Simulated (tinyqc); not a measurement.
What moves the results: band offset from the macroscopic average of a supercell potential. A value that a table varies takes the place of the one given here.

A model of the planar-averaged electrostatic energy of an electron in a periodic cell of N1 periods of A (L1 = N1 n1 h) and N2 periods of B (L2 = N2 n2 h), on z_j = j h: V(z) = f VA + (1 - f) VB + F t(z), VA = V1[0] + V1[1] cos(2 pi z/(n1 h)) + V1[2] cos(4 pi z/(n1 h)), VB the same with V2, n2 and z - L1. f = [tanh(z/w) - tanh((z - L1)/w) + tanh((z - L1 - L2)/w)]/2 + 1/2; t(z) = z - L1/2 in A and (L1/L2)(L1 + L2/2 - z) beyond, so that the cell is periodic.

Running mean over n points, periodic: for odd n the plain mean of the n points centred on j; for even n the n + 1 points with half weight at both ends. The macroscopic average applies the mean over n1 points and then over n2 points.

dEv = Ev(A) - Ev(B) = Ev1 - (dV + Ev2); dEc = Ec(B) - Ec(A) = Eg2 - Eg1 - dEv. The correction of a gap, c = Eg[1] - Eg[0], lowers the valence top by fv c and leaves dV, a ground-state quantity, as it is. Type I: dEv and dEc of one sign; II: opposite signs; III: no overlap of the gaps.

Values chosen for the exercise (gaps near those of InAs and GaSb; not measured data):

| symbol | value | unit | meaning |
|---|---|---|---|
| h | 0.3 | angstrom | grid step |
| n1 | 5 |  | grid points per period of A |
| n2 | 7 |  | grid points per period of B |
| V1 | (-4.29, 1.19, -0.91) | eV | mean and two harmonics of the potential in A |
| V2 | (-4.13, 4.09, -0.44) | eV | the same in B |
| w | 0.44 | angstrom | width of the interfaces |
| N1 | 4 |  | periods of A |
| N2 | 5 |  | periods of B |
| F | 0 | eV/angstrom | slope in A from opposite charges on the two interfaces |
| Ev1 | 6.33 | eV | valence top of bulk A above its mean potential |
| Eg1 | (0.05, 0.41) | eV | gap of A: semi-local value, corrected value |
| Ev2 | 7.13 | eV | valence top of bulk B above its mean potential |
| Eg2 | (0.1, 0.77) | eV | gap of B: semi-local value, corrected value |

## How thick the regions must be

N1 = N2 = N, no slope (F = 0); dV is read at j = floor(N n1/2) and N n1 + floor(N n2/2). The exact value is V2[0] - V1[0].

Results:

| N | L1 (angstrom) | dV (eV) | error (meV) |
|---|---|---|---|
| 1 | 1.50 | -0.6324 | -792.38 |
| 2 | 3.00 | 0.1436 | -16.39 |
| 3 | 4.50 | 0.1566 | -3.38 |
| 4 | 6.00 | 0.1598 | -0.19 |
| 5 | 7.50 | 0.1600 | 0.01 |
| 6 | 9.00 | 0.1600 | 0.00 |

The error is below 10 meV from N = 3 on. The two windows together span 3.60 angstrom and must fit between the interface tails, which fall as exp(-2 z/w); the errors at N = 2, 3 and 4 are -16.39, -3.38 and -0.19 meV.

## The choice of windows

dV read at j = 10 and 37 after means over the numbers of points listed; ripple is the spread over the five points around each.

Results:

| windows | dV (eV) | ripple in A (meV) | ripple in B (meV) |
|---|---|---|---|
| none | -4.079 | 2348 | 6607 |
| 5 only | -1.100 | 0 | 2154 |
| 7 only | 0.515 | 554 | 0 |
| 6 only | -0.158 | 323 | 898 |
| 6, 8 | 0.198 | 54 | 108 |
| 5, 7 | 0.160 | 3 | 0 |

Which rows can be used, and how does a wrong window show?

The last row matches both periods and lies 0 meV from the value of a thick cell, V2[0] - V1[0] = 0.160 eV. Against it the raw potential errs by -4.24 eV. No other row is within 20 meV of it. A window one point too long leaves a ripple of 323 meV in A, against 3 meV in the last row: the ripple is the sign to look for. Rows to use, with under 30 meV of ripple in both regions once the tilt is taken off: 5, 7. A row with a large ripple can hit the right value only by chance.

## Where the gap correction goes

dV = B - A = 0.1598 eV

fv1 and fv2 are varied.

Offsets (eV):

| fv1 | fv2 | dEv | dEc |
|---|---|---|---|
| 0.0 | 0.0 | -0.960 | 1.320 |
| 0.5 | 0.5 | -0.805 | 1.165 |
| 1.0 | 1.0 | -0.650 | 1.010 |
| 0.0 | 1.0 | -0.290 | 0.650 |
| 1.0 | 0.0 | -1.320 | 1.680 |
| 0.3 | 0.7 | -0.599 | 0.959 |

dEv + dEc = 0.360 eV in every row, but dEv alone spans 1.03 eV, the sum of the two corrections. A scissor on the conduction bands alone (first row) keeps the semi-local dEv; with equal shares fv the shift is fv times the difference of the corrections, +0.31 eV, against their sum of 1.03 eV: with like shares the error cancels only in part.

Computed by tinyqc, a small Python program: `OMP_NUM_THREADS=1 python tinyqc.py 1880269 1880270 out.jsonl` (the numbers bound the seed that draws the inputs); one thread of a shared host (Intel(R) Xeon(R) Processor @ 2.30GHz), about 0.01 s for the whole set of steps.
